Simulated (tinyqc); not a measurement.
Coherent transport through a tight-binding region between two chains, step by step. One step of it, computed by the program tinyqc.

Question. Transmission at E = -0.55 eV. Surface Green function g = (E - i sqrt(4 t^2 - E^2)) / (2 t^2); self-energy tc^2 g on each contact site; G = (E - H - Sigma)^(-1); Gamma = -2 Im Sigma; T = Gamma_L Gamma_R |G_LR|^2; local density of states -Im G_ii / pi.

H of the central region (eV), lower triangle:
```
           1          2          3         4
1   0.000000
2  -0.940000   0.000000
3   0.000000  -0.800000   0.000000
4   0.000000   0.000000  -0.800000  0.000000
```

Leads: semi-infinite chains with site energy 0:
```
parameter                           value
lead hopping t (eV)              2.220000
coupling to the left lead (eV)   0.790000
coupling to the right lead (eV)  0.840000
left contact site                       1
right contact site                      4
```

E = -0.550000 eV

Give: g; G; local density of states; transmission.

Answer.

g = -0.0558-0.4470i 1/eV

G (1/eV), lower triangle:
```
                 1               2                3               4
1   0.0198-1.4753i
2   0.6369-0.8144i  0.1074-0.6354i
3   0.4146+1.1735i  0.5755+0.5201i  -0.0915-1.0213i
4  -0.3519+1.6212i  0.2883+0.9930i   0.6117-1.2223i  0.1322-1.8333i
```

local density of states (1/eV): 0.4696  0.2022  0.3251  0.5836

transmission = 0.9686
